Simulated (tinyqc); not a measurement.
The decay curve: photoconductance decay in a wafer: bulk and surface recombination modes, and iron detection by pair splitting. Computed by tinyqc, a small Python program. Command: `OMP_NUM_THREADS=1 python tinyqc.py 3114092 3114093 out.jsonl pcd walk`. One thread of a shared host (Intel(R) Xeon(R) Processor @ 2.30GHz), about 0.01 s of CPU time with the checks.

Both faces of the wafer have the same S; injection is low and all coefficients are constant. x runs from -W/2 to W/2.

Inputs (values chosen for the exercise, modelled on p-type silicon): thickness W = 725 micrometre; diffusivity D = 25.6 cm^2/s; bulk lifetime tau_b without iron = 890 microsecond; surface recombination velocity S = 14000 cm/s; absorption coefficient alpha = 240 1/cm.

Method:
- Even modes cos(a x) obey b tan b = S W/(2 D) with b = a W/2, odd modes sin(a x) obey -b cot b = S W/(2 D); each decays at the rate 1/tau_b + D a^2.
- tau_eff is the decay time of the first mode. The surface time is 1/(D a^2) of that mode; shortcuts for it are W/(2 S), W^2/(pi^2 D) and their sum, whose error is sum/surface time - 1.
- Light from one face makes n(x, 0) proportional to exp(-alpha (x + W/2)). Only even modes carry the thickness average: weight c_n = [sin b/b] int n cos(a x) dx / (int cos^2(a x) dx x mean n), with int exp(-alpha (x + W/2)) cos(a x) dx = [alpha cos b (1 - E) + a sin b (1 + E)]/(alpha^2 + a^2), E = exp(-alpha W), and int cos^2 = W/2 + sin(2 b)/(2 a).
- Mean density = sum_n c_n exp(-t/tau_n) over 60 modes; the local decay time is -1/(d ln n/dt).

W^2/(pi^2 D) = 20.8035 microsecond

tau_eff = 22.3741 microsecond

Decay:
```
t / (W^2/(pi^2 D))  t (microsecond)  mean density/start  local decay time (microsecond)
0.02                          0.416             0.66236                           1.746
0.05                          1.040             0.51123                           3.187
0.10                          2.080             0.39919                           5.393
0.20                          4.161             0.30032                           9.599
0.50                         10.402             0.19504                          19.319
1.00                         20.803             0.12011                          22.279
2.00                         41.607             0.04737                          22.374
```

The local decay time goes from 1.75 to 22.4 microsecond against tau_eff = 22.4. Early on higher modes speed the decay, so a fit must start late.
